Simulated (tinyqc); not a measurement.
# Worked calculation: on-chip power grid, static voltage drop by conjugate gradients

Program tinyqc, `OMP_NUM_THREADS=1 python tinyqc.py 2770152 2770153 out.jsonl`; Intel Xeon 2.30GHz, shared host, one thread, about 0.07 s. Printed values are rounded.

A grid of 4 rows and 4 columns, node k = 4 row + column. Neighbours in a row are joined by Rx, in a column by Ry; pad nodes, which reach the supply through Rp: 0, 15. Each node draws I0, node 7 draws kh I0. The drops u = Vdd - V solve G u = i, with G the conductance matrix (1/Rp added on the diagonal at pad nodes).

Inputs (values chosen for the exercise):
```
symbol  value  unit                                   meaning
Vdd       0.9     V                            supply voltage
Rx       0.18   ohm        resistance of a horizontal segment
Ry       0.32   ohm          resistance of a vertical segment
Rp      0.063   ohm  resistance from a pad node to the supply
I0        3.9    mA          load current of an ordinary node
kh          8              factor on the load at the hot node
```

## Diagonal of G, loads and first direction

G_kk = sum of the conductances at node k. Start u = 0, so the residual is r = i; p = r.

G_kk (S):
```
          col 0     col 1     col 2     col 3
row 0  24.55357  14.23611  14.23611  8.680556
row 1  11.80556  17.36111  17.36111  11.80556
row 2  11.80556  17.36111  17.36111  11.80556
row 3  8.680556  14.23611  14.23611  24.55357
```

r at the start (mA):
```
       col 0  col 1  col 2  col 3
row 0    3.9    3.9    3.9    3.9
row 1    3.9    3.9    3.9   31.2
row 2    3.9    3.9    3.9    3.9
row 3    3.9    3.9    3.9    3.9
```

p at the start (mA):
```
       col 0  col 1  col 2  col 3
row 0    3.9    3.9    3.9    3.9
row 1    3.9    3.9    3.9   31.2
row 2    3.9    3.9    3.9    3.9
row 3    3.9    3.9    3.9    3.9
```

## Iteration 1: conjugate-gradient step

u at the start (mV):
```
       col 0  col 1  col 2  col 3
row 0      0      0      0      0
row 1      0      0      0      0
row 2      0      0      0      0
row 3      0      0      0      0
```

q = G p; a = (r.r)/(p.q); u(new) = u + a p; r(new) = r - a q; b = (r.r)(new)/(r.r); p(new) = r(new) + b p.

q (mA S):
```
         col 0   col 1      col 2     col 3
row 0  61.9048  0.0000     0.0000  -85.3125
row 1   0.0000  0.0000  -151.6667  322.2917
row 2   0.0000  0.0000     0.0000  -85.3125
row 3   0.0000  0.0000     0.0000   61.9048
```

a = 0.1294619 ohm

u after iteration 1 (mV):
```
          col 0     col 1     col 2     col 3
row 0  0.504901  0.504901  0.504901  0.504901
row 1  0.504901  0.504901  0.504901  4.039211
row 2  0.504901  0.504901  0.504901  0.504901
row 3  0.504901  0.504901  0.504901  0.504901
```

r after iteration 1 (mA):
```
          col 0    col 1     col 2      col 3
row 0  -4.11431  3.90000   3.90000   14.94472
row 1   3.90000  3.90000  23.53505  -10.52448
row 2   3.90000  3.90000   3.90000   14.94472
row 3   3.90000  3.90000   3.90000   -4.11431
```

b = 1.079659

p after iteration 1 (mA):
```
         col 0    col 1     col 2     col 3
row 0  0.09636  8.11067   8.11067  19.15539
row 1  8.11067  8.11067  27.74572  23.16088
row 2  8.11067  8.11067   8.11067  19.15539
row 3  8.11067  8.11067   8.11067   0.09636
```

## Iteration 2: conjugate-gradient step

As before.

q (mA S):
```
          col 0      col 1      col 2      col 3
row 0  -68.0391    44.5239  -122.7191    48.8424
row 1   25.0447  -109.0836   257.2740    -0.4370
row 2    0.0000     0.0000  -122.7191   108.4018
row 3    0.0000     0.0000    44.5239  -102.5538
```

a = 0.1587168 ohm

u after iteration 2 (mV):
```
          col 0     col 1     col 2     col 3
row 0  0.520196  1.792201  1.792201  3.545183
row 1  1.792201  1.792201  4.908614  7.715232
row 2  1.792201  1.792201  1.792201  3.545183
row 3  1.792201  1.792201  1.792201  0.520196
```

r after iteration 2 (mA):
```
          col 0     col 1      col 2      col 3
row 0   6.68464  -3.16670   23.37758    7.19261
row 1  -0.07502  21.21340  -17.29867  -10.45512
row 2   3.90000   3.90000   23.37758   -2.26048
row 3   3.90000   3.90000   -3.16670   12.16270
```

b = 1.758986

p after iteration 2 (mA):
```
          col 0     col 1     col 2     col 3
row 0   6.85414  11.09986  37.64413  40.88666
row 1  14.19154  35.47996  31.50566  30.28453
row 2  18.16655  18.16655  37.64413  31.43357
row 3  18.16655  18.16655  11.09986  12.33221
```

## Course of the conjugate-gradient iteration

Stop when |r| is below 1e-9 mA.

Course of the iteration:
```
iteration  largest u (mV)  |r| (mA)
1                4.039211      36.0
2                7.715232      47.8
3                11.27765      40.6
4                12.81580      27.0
5                13.16476      15.2
6                13.28706      9.91
7                13.27949      6.32
8                13.26946      5.02
9                13.23233      1.71
10               13.22550     0.677
11               13.22400     0.230
12               13.22340    0.0620
13               13.22345    0.0216
14               13.22359   3.45e-3
15               13.22360   7.26e-4
16               13.22360   < 1e-11
```

Converged in 16 iterations for 16 unknowns; in exact arithmetic the method needs at most 16. The condition number of the matrix is 47.5. Gauss-Seidel sweeps in node order need 251 to reach the same residual.

## Worst drop, pad currents and power lost

converged u (mV):
```
         col 0    col 1     col 2     col 3
row 0  2.82313  7.33862  10.08042  11.66124
row 1  7.88726  9.24386  10.89638  13.22360
row 2  9.29165  9.37504   9.26485   8.93923
row 3  9.29979  8.60237   6.76832   2.82797
```

Pad current u/Rp; worst drop as a share of Vdd; power lost in the grid and pads sum_k i_k u_k; power delivered sum_k i_k (Vdd - u_k).

worst drop = 13.22360 mV
share of Vdd = 1.469288 %
pad currents (mA): node 0 44.81151, node 15 44.88849
power lost = 0.8973468 mW
power delivered = 79.83265 mW

The pad currents add up to the total load, 89.70 mA. The worst drop is at node 7; the hot node is 7.
